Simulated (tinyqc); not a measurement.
Sp3 tight binding, zinc-blende lattice, step by step. One step of it, computed by the program tinyqc.

Problem. Bloch Hamiltonian at k. Slater-Koster rules over the four bonds with direction cosines (l, m, n): ss V_ss; s-px l V_sp; px-s -l V_sp; px-px l^2 V_pps + (1 - l^2) V_ppp; px-py l m (V_pps - V_ppp); each times exp(i k.d).

Parameters chosen for this model: zinc-blende lattice, anion at 0, cation at a/4 (1,1,1); V = eta hbar^2 / (m d^2), hbar^2/m = 7.619964 eV angstrom^2:
```
parameter          value      unit
a               3.780000  angstrom
d               1.636788  angstrom
Es anion      -20.280000        eV
Ep anion       -8.330000        eV
Es cation     -12.620000        eV
Ep cation      -4.330000        eV
eta ss         -1.440000
eta sp          1.840000
eta pp sigma    2.980000
eta pp pi      -0.770000
V ss           -4.095723        eV
V sp            5.233423        eV
V pp sigma      8.475870        eV
V pp pi        -2.190074        eV
```

k point k (2 pi / a): -0.080000  -0.420000  -0.090000

Give: H(k) at k.

Solution.

H(k) at k (eV):
```
                   a s             a px             a py             a pz
a s           -20.2800           0.0000           0.0000           0.0000
a px            0.0000          -8.3300           0.0000           0.0000
a py            0.0000           0.0000          -8.3300           0.0000
a pz            0.0000           0.0000           0.0000          -8.3300
c s   -12.7148+0.1773i   1.0355-1.1850i   0.1686-7.2759i   0.9192-1.3350i
c px   -1.0355+1.1850i   4.2383-0.0591i  -1.0815+1.5708i  -0.1984+8.5613i
c py   -0.1686+7.2759i  -1.0815+1.5708i   4.2383-0.0591i  -1.2185+1.3943i
c pz   -0.9192+1.3350i  -0.1984+8.5613i  -1.2185+1.3943i   4.2383-0.0591i

                   c s             c px             c py             c pz
a s   -12.7148-0.1773i  -1.0355-1.1850i  -0.1686-7.2759i  -0.9192-1.3350i
a px    1.0355+1.1850i   4.2383+0.0591i  -1.0815-1.5708i  -0.1984-8.5613i
a py    0.1686+7.2759i  -1.0815-1.5708i   4.2383+0.0591i  -1.2185-1.3943i
a pz    0.9192+1.3350i  -0.1984-8.5613i  -1.2185-1.3943i   4.2383+0.0591i
c s           -12.6200           0.0000           0.0000           0.0000
c px            0.0000          -4.3300           0.0000           0.0000
c py            0.0000           0.0000          -4.3300           0.0000
c pz            0.0000           0.0000           0.0000          -4.3300
```
